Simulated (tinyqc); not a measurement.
Double-gate transistor, scale length and short-channel effects: two steps of the calculation.

A body of thickness ts between two insulators of thickness ti and two tied gates. Below threshold the potential that source and drain add obeys Laplace's equation and vanishes on the gate. Its lowest mode decays along the channel as exp(-k y); k is the smallest positive root of the matching condition at the interface, and the scale length is Lambda = pi/k.

Inputs (values chosen for the exercise); permittivities: semiconductor close to that of gallium nitride, insulator close to that of silicon dioxide:
```
symbol,value,unit,meaning
T,400,K,temperature
eps_r,9.36,,relative permittivity of the semiconductor
ei,3.77,,relative permittivity of the insulator
ti,1.9,nm,insulator thickness
ts,4.7,nm,body thickness
L,31,nm,channel length
Vbi,0.94,V,potential of the source
sT,0.53,V,potential of the barrier top at threshold
VTL,0.35,V,long-channel threshold
m,1,,long-channel body factor
Vds,0.6,V,drain voltage
```

Constants: q = 1.602176634e-19 C, kB = 1.380649e-23 J/K, Vt = kB T/q. Results are converted to the units shown.

Problem 1. Scale length against simple estimates. Lambda = pi/k and l = 1/k. A parabolic potential across the structure gives l(parabolic) = sqrt((eps_r/(2 ei)) ts ti (1 + ei ts/(4 eps_r ti))).

k = 0.26691794 1/nm

Find: Lambda; l; l(parabolic).

Solution 1.

Lambda = 11.77 nm
l = 3.746 nm
l(parabolic) = 3.721 nm

Problem 2. Threshold shift, barrier position and swing. Along the channel psi(y) = s + a exp(y/l) + b exp(-y/l) with psi(0) = Vbi, psi(L) = Vbi + Vds and l = 1/k = Lambda/pi; with A = Vbi - s, B = A + Vds, x = exp(-L/l): a = (B - A x) x/(1 - x^2), b = (A - B x)/(1 - x^2). The minimum is s + 2 sqrt(a b), at y = (l/2) ln(b/a). The long-channel potential follows the gate as s = sT + (Vg - VTL)/m, and the threshold VT is the gate voltage at which the minimum equals sT. Swing = m Vt ln 10/g at threshold, g = d(minimum)/ds = 1 - (b x + a)/((1 + x) sqrt(a b)).

l = 3.7464698 nm

Give: s at threshold; a; b; position of the minimum; VT; swing.

Solution 2.

s at threshold = 0.50871 V
a = 2.6290e-4 V
b = 0.43103 V
position of the minimum = 13.866 nm
VT = 0.32871 V
swing = 82.248 mV/decade

The threshold lies 21.3 mV below the long-channel value, and the barrier top sits at 0.45 L from the source.

Program tinyqc, `OMP_NUM_THREADS=1 python tinyqc.py 2420030 2420031 out.jsonl`; Intel Xeon 2.30GHz, shared host, one thread, about 0.01 s.
